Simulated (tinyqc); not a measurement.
Signal and retention of a DRAM cell: one step of the calculation.

A stored one starts at Vd and leaks: Cs dV/dt = -I(V), I = a sqrt((V + Vb)/(Vd + Vb)) + b, with a = Ig exp[-(Eg1 q/kB)(1/T - 1/T0)] (generation in a depletion layer) and b = Is exp[-(Es q/kB)(1/T - 1/T0)]. The bit line is precharged to Vd/2, and charge sharing gives the signal (V - Vd/2) Cs/(Cs + Cb).

Task. Signal and margin. The cell fails below Vc = Vd/2 + dm (Cs + Cb)/Cs.

Values chosen for this exercise:
- Vd = 1.5 V (array voltage)
- Cs = 21 fF (cell capacitance)
- Cb = 99 fF (bit-line capacitance)
- dm = 61 mV (smallest signal that the sense amplifier resolves)

Constants: q = 1.602176634e-19 C. Results are converted to the units shown.

Find: transfer ratio; signal of a fresh one; Vc; charge that may be lost; the same in electrons.

Result.

transfer ratio = 0.17500
signal of a fresh one = 131.25 mV
Vc = 1.0986 V
charge that may be lost = 8.4300 fC
the same in electrons = 52616

Range of the model: Real arrays also hold a tail of unusually leaky cells and cells whose retention varies in time, which this model lacks.

Program tinyqc, `OMP_NUM_THREADS=1 python tinyqc.py 2130155 2130156 out.jsonl`; Intel Xeon 2.30GHz, shared host, one thread, about 0.01 s.
